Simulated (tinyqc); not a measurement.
## A barrier in a uniform field, exact transmission by Airy functions: effect of the emitter mass

The left lead has its band edge at 0, the barrier edge falls as U(x) = U0 - F x with F = V/d for 0 < x < d, and the right lead has its edge at -V. No transverse momentum; C = hbar^2/(2 m0); psi and psi'/m are continuous. M carries (psi, psi'/m) across the barrier.

Energy scale e = (C F^2/m1)^(1/3), z(x) = (U(x) - E)/e, s = (dz/dx)/m1 = -F/(e m1); v = k/m in a lead. With a = Ai, a' = Ai', b = Bi, b' = Bi' at z1 (left edge) and z2 (right edge): M11 = pi (a2 b1' - b2 a1'), M12 = (pi/s)(b2 a1 - a2 b1), M21 = pi s (a2' b1' - b2' a1'), M22 = pi (b2' a1 - a2' b1). With M acting on (psi, psi'/m) and v = k/m in each lead, T(E) = 4 vL vR/[(vL vR M12 - M21)^2 + (vR M11 + vL M22)^2]. WKB: exp(-S), S = (4/(3 F)) sqrt(m1/C) [max(U0 - E, 0)^1.5 - max(U0 - F d - E, 0)^1.5].

Parameters, values chosen for the exercise; U0 - E and the mass are of the order of those of zirconium oxide on silicon; the mass of the right lead is set freely:
- U0 = 1.69 eV (barrier edge at x = 0)
- m1 = 0.25 m0 (mass in the barrier)
- E = 0.27 eV (electron energy)
- d = 2.2 nm (barrier width)
- V = 1.2 V (voltage across the barrier)
- mR = 0.62 m0 (mass in the right lead)

Constants: q = 1.602176634e-19 C, hbar = 1.054571817e-34 J s, m0 = 9.1093837015e-31 kg, hbar^2/(2 m0) = 0.0380998212 eV nm^2. Results are converted to the units shown.

The same in every row: exp(-S) = 4.776e-5.

Effect of the emitter mass:

| mL (m0) | vL (1/nm) | T(E), exact | ratio |
|---|---|---|---|
| 0.041 | 13.15 | 1.785e-4 | 3.738 |
| 0.066 | 10.36 | 1.781e-4 | 3.729 |
| 0.11 | 8.026 | 1.671e-4 | 3.499 |
| 0.17 | 6.456 | 1.513e-4 | 3.169 |
| 0.27 | 5.123 | 1.313e-4 | 2.749 |
| 0.44 | 4.013 | 1.096e-4 | 2.295 |
| 0.7 | 3.182 | 9.037e-5 | 1.892 |
| 1.1 | 2.538 | 7.392e-5 | 1.548 |

Read the table: what changes, and by how much?

WKB does not see the lead: exp(-S) stays at 4.78e-5. The ratio of exact to WKB falls from 3.74 to 1.55; K/m1 at the left edge is 12.2 1/nm, and vL passes from 13.1 to 2.54 1/nm.

Range of the model: Masses are held fixed, although real bands cease to be parabolic a few tenths of an eV from their edges.

Program tinyqc, `OMP_NUM_THREADS=1 python tinyqc.py 2580110 2580111 out.jsonl`; Intel Xeon 2.30GHz, shared host, one thread, about 0.02 s.
